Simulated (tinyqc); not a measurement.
Nucleation and growth against temperature: classical nucleation, growth and JMAK kinetics of crystallisation from a melt or glass. Computed by tinyqc, a small Python program. Command: `OMP_NUM_THREADS=1 python tinyqc.py 3004502 3004503 out.jsonl nucl walk`. One thread of a shared host (Intel(R) Xeon(R) Processor @ 2.30GHz), about 0.01 s of CPU time with the checks.

A spherical nucleus cap on a flat wall with a sharp interface of isotropic energy gamma; lambda = Omega^(1/3) is the jump distance.

Inputs (values chosen for the exercise, for a model substance): melting point T_m = 1610 K; heat of melting per volume H = 1110 J/cm^3; interface energy gamma = 0.105 J/m^2; atomic volume Omega = 28.6 angstrom^3; diffusion prefactor D0 = 6.3e-07 m^2/s; activation energy Q = 1.38 eV; contact angle theta = 35 degrees; wall area per volume S_v = 580000 1/m.

Nucleation: on a flat wall. Driving force: Thompson-Spaepen.

Constants: k_B = 1.380649e-23 J/K; k_B = 8.617333262e-05 eV/K.

Method:
- Driving force per volume: dG = H [(T_m - T)/T_m] [2 T/(T_m + T)].
- Shape factor f = (2 + cos theta)(1 - cos theta)^2/4.
- W(r) = f [4 pi r^2 gamma - (4/3) pi r^3 dG]; r* = 2 gamma/dG; W* = f 16 pi gamma^3/(3 dG^2); n* = f (4/3) pi r*^3/Omega.
- D = D0 exp(-Q/(k_B T)); attachment rate k+ = (A*/lambda^2) D/lambda^2 with A* = 2 pi r*^2 (1 - cos theta); Zeldovich factor Z = sqrt(W*/(3 pi k_B T))/n*; sites per volume N = S_v/lambda^2; I = N Z k+ exp(-W*/(k_B T)); lag time = 1/(4 pi Z^2 k+).
- Growth (Wilson-Frenkel): u = (D/lambda) [1 - exp(-dG Omega/(k_B T))].
- JMAK with steady nucleation and growth, nuclei spread at random: extended fraction X_e = (pi/3) I u^3 t^4, X = 1 - exp(-X_e); t_X = [-3 ln(1 - X)/(pi I u^3)]^(1/4); final grains per volume = Gamma(5/4) (3/pi)^(1/4) (I/u)^(3/4), Gamma(5/4) = 0.9064024771.
- Grain size = (grains per volume)^(-1/3). Rows are kept where W*/(k_B T) < 70.

Rates:
```
T (K)  W*/(k_B T)  I (1/(m^3 s))     u (m/s)   t_0.5 (s)  grain size (micrometre)
805        0.2938     7.9945e+28  2.9006e-06  7.6320e-04                0.0025458
886        0.2911     4.7102e+29  1.6401e-05  1.3360e-04                0.0025197
966        0.3023     1.9928e+30  6.6386e-05  3.2642e-05                0.0024920
1046       0.3300     6.6189e+30  2.1020e-04  1.0187e-05                0.0024624
1127       0.3821     1.8192e+31  5.4998e-04  3.8457e-06                0.0024323
1208       0.4748     4.1527e+31  1.2054e-03  1.7369e-06                0.0024077
1288       0.6457     7.7233e+31  2.2315e-03  9.3714e-07                0.0024049
1368       1.0075     1.0799e+32  3.5170e-03  6.1267e-07                0.0024780
1433       1.7107     8.8809e+31  4.4199e-03  5.4204e-07                0.0027551
1481       3.0104     3.4213e+31  4.6610e-03  6.6114e-07                0.0035438
```

What does the comparison show, and why?

Among these rows I peaks at 1368 K, u at 1481 K and the change is fastest at 1433 K, between the two. Growth has no barrier W*, so it peaks nearer T_m than nucleation. The grain size goes as (u/I)^(1/4), from 0.0025 micrometre at the lowest T to 0.0035 at the highest. Caution: in the coldest rows the nucleus has under 20 atoms or the barrier is under 10 k_B T, where the capillary model and steady rates are only a guide.

Extremes, crossings and ranges named in words are read from the listed rows.
